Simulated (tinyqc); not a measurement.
Coherent transport through a tight-binding region between two chains, step by step. One step of it, computed by the program tinyqc.

Question. Transmission at E = -0.19 eV. Surface Green function g = (E - i sqrt(4 t^2 - E^2)) / (2 t^2); self-energy tc^2 g on each contact site; G = (E - H - Sigma)^(-1); Gamma = -2 Im Sigma; T = Gamma_L Gamma_R |G_LR|^2; local density of states -Im G_ii / pi.

H of the central region (eV):
```
[[0.000000, -2.050000, 0.000000],
 [-2.050000, 0.880000, -2.050000],
 [0.000000, -2.050000, 0.000000]]
```

Leads: semi-infinite chains with site energy 0:
```
parameter                           value
lead hopping t (eV)              2.570000
coupling to the left lead (eV)   0.640000
coupling to the right lead (eV)  1.190000
left contact site                       1
right contact site                      3
```

E = -0.190000 eV

Give: g; G; local density of states; transmission.

Answer.

g = -0.014-0.389i 1/eV

G (1/eV):
```
[[-0.433-1.177i, 0.357-0.072i, 0.620+1.140i],
 [0.357-0.072i, 0.026-0.034i, 0.144+0.054i],
 [0.620+1.140i, 0.144+0.054i, -0.544-1.112i]]
```

local density of states (1/eV): [0.375, 0.011, 0.354]

transmission = 0.590
